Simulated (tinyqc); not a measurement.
Read current of a NAND string, cells in series solved by shooting: one step of the calculation.

Cells in series, numbered from 0 at the source line (0 V) to the bit line, each followed by a gap resistance Rg. A cell with gate Vg, threshold VT, source Vs and drain Vd passes I = 2 nf K Vt^2 [F(Vs) - F(Vd)]/(1 + th max(Vg - VT, 0)), F(V) = ln^2(1 + exp((Vg - VT - nf V)/(2 nf Vt))). The selected cell has Vg = Vr, the others Vg = Vp.

Problem. Node voltages for a trial current. For a trial current I start at 0 V and, cell by cell (the selected one is cell 1), solve for the drain: sqrt(F(Vd)) = sqrt(F(Vs) - I/k), k = 2 nf K Vt^2/(1 + th max(Vg - VT, 0)), Vd = [Vg - VT - 2 nf Vt ln(exp(sqrt F) - 1)]/nf, then add I Rg.

Inputs (values chosen for the exercise); values of the order met in vertical NAND strings: temperature T = 300 K; gain factor of a cell K = 13 uA/V^2; slope factor nf = 2; mobility reduction factor th = 0.1 1/V; resistance of the gap between cells Rg = 5.8 kohm; bit-line voltage Vbl = 0.3 V; pass voltage Vp = 6.7 V; read voltage on the selected word line Vr = 4.03 V.

Constants: q = 1.602176634e-19 C, kB = 1.380649e-23 J/K, Vt = kB T/q. Results are converted to the units shown.

second trial current = 1.6 uA
thresholds from the source end, cell 0 to 3 (V): [-0.7, 2.5, 3.1, 3.1]

Give: node voltage after each cell and gap, trial 2.

Solution.

node voltage after each cell and gap, trial 2, cell 0 to 3 (V): [0.03833, 0.1529, 0.2138, 0.2767]

tinyqc, about 0.4 s, one thread, Intel Xeon 2.30GHz (shared host): `OMP_NUM_THREADS=1 python tinyqc.py 2142118 2142119 out.jsonl`
